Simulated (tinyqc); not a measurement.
MOS capacitor on a p-type substrate, surface potential from the exact charge relation: one step of the calculation.

Uniform p-type substrate, Boltzmann statistics, full ionisation, classical densities. psi is the surface potential against the body (positive when the bands bend down) and u = psi/Vt. Traps are spread evenly over the gap and neutral at flat band, so their charge is -q Dit psi; the minority quasi-Fermi level is shifted by Vb.

Task. Charges, field and capacitances at the solution. ni = sqrt(Nc Nv) exp(-Eg/(2 Vt)), Eg in volts; phiF = Vt ln(N/ni); Cox = eps0 eox/tox; Vfb = phiM - chi - (Eg - Vt ln(Nv/N)) - q Nf/Cox; Q0 = sqrt(2 eps0 eps_r q N Vt); r = (ni/N)^2 exp(-Vb/Vt); VT = Vfb + [(2 phiF + Vb)(1 + q Dit/Cox) + sqrt(2 eps0 eps_r q N (2 phiF + Vb))/Cox].

u = psi/Vt; F^2 = exp(-u) + u - 1 + r (exp(u) - u - 1); Qs = -sign(u) Q0 F; Cs = -dQs/dpsi = (Q0/Vt) |1 - exp(-u) + r (exp(u) - 1)|/(2 F). Low frequency: 1/C_LF = 1/Cox + 1/(Cs + q Dit). High frequency, in the simple estimate in which traps and minority carriers do not follow: 1/C_HF = 1/Cox + 1/Cd, Cd being Cs with r = 0 at the same psi. Minority sheet density N_inv = (Q0/(2 q)) int_0^u r (exp(t) - 1)/F(t) dt for u > 0. Oxide field |Qs - q Dit psi + q Nf|/(eps0 eox).

Values chosen for this exercise; band and dielectric values close to those of germanium: temperature T = 325 K; band gap Eg = 0.673 eV; relative permittivity eps_r = 15.8; conduction-band density of states at T Nc = 1.18e19 cm^-3; valence-band density of states at T Nv = 6.87e18 cm^-3; acceptor density of the substrate N = 2.9e17 cm^-3; relative permittivity of the gate insulator (close to silicon dioxide) eox = 3.9; insulator thickness tox = 2.3 nm; fixed charge at the interface, in units of q Nf = 0 cm^-2; density of interface traps Dit = 2e11 cm^-2 eV^-1; reverse bias of the inversion layer against the body Vb = 0 V.

Constants: q = 1.602176634e-19 C, kB = 1.380649e-23 J/K, Vt = kB T/q, eps0 = 8.8541878128e-14 F/cm where lengths are in cm. Results are converted to the units shown.

converged psi = 0.65563526 V

Find: Qs; N_inv; oxide field; Cs; C_LF/Cox; C_HF/Cox.

Result.

Qs = -1403.4 nC/cm^2
N_inv = 7.0714e12 cm^-2
oxide field = 4.1249 MV/cm
Cs = 24.063 uF/cm^2
C_LF/Cox = 0.94134
C_HF/Cox = 0.13162

The surface is in strong inversion (borders at |psi| = 0, phiF + Vb and 2 phiF + Vb = 0.481 V). Minority carriers make up 80.7 % of Qs.

tinyqc, about 0.01 s, one thread, Intel Xeon 2.30GHz (shared host): `OMP_NUM_THREADS=1 python tinyqc.py 2060017 2060018 out.jsonl`
